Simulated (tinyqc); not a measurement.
Reduced doping and fringe capacitance from two biases.

Inverse problem. C = eps0 eps_r hr/W + Cf with W = sqrt(2 eps0 eps_r (Vb + V)/(q Nr)), 1/Nr = 1/Na + 1/Nd. Find Cf, W at zero bias and Nr.

Parameters, values chosen for the exercise; values close to those of silicon near 1550 nm:

| symbol | value | unit | meaning |
|---|---|---|---|
| eps_r | 11.7 |  | relative permittivity of the semiconductor |
| Vb | 0.86 | V | built-in voltage |
| hr | 150 | nm | rib height |

Constants: q = 1.602176634e-19 C, eps0 = 8.8541878128e-14 F/cm where lengths are in cm. Results are converted to the units shown.

C at V = 0 and 3 V (pF/m): 359.44956  184.44908

Solution. C is linear in (Vb + V)^(-1/2); the intercept is Cf.

Cf = 28.00 pF/m
W(0) = 46.88 nm
Nr = 5.060e17 cm^-3

Program tinyqc, `OMP_NUM_THREADS=1 python tinyqc.py 2650131 2650132 out.jsonl`; Intel Xeon 2.30GHz, shared host, one thread, about 0.01 s.
